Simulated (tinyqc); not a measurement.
Regular and subregular solution with a miscibility gap: one step, computed by the program tinyqc. Command: `OMP_NUM_THREADS=1 python tinyqc.py 3026760 3026761 out.jsonl regsol walk`. One thread of a shared host (Intel(R) Xeon(R) Processor @ 2.30GHz), about 0.01 s of CPU time with the checks.

Per mole of mixing sites: G(x) = x (1 - x) [L0 + L1 (1 - 2x)] + R T [x ln x + (1 - x) ln(1 - x)], x the fraction of B.

Task: Lever rule at x0. Inside the gap the B-rich phase has the fraction f = (x0 - x1)/(x2 - x1), and the gain is (1 - f) G(x1) + f G(x2) - G(x0); outside it one phase remains.

Inputs (values chosen for the exercise, for a model alloy): asymmetry L1 = 0 kJ/mol; temperature T = 225 K; overall fraction x0 = 0.75.

solubility limit x1 = 0.01103461

solubility limit x2 = 0.9889654

L0 = 8.6 kJ/mol

Constants: R = 8.314462618 J/(mol K).

Give: fraction f of the B-rich phase; free energy of decomposition.

Result:

fraction f of the B-rich phase = 0.7556

free energy of decomposition = -580.2 J/mol
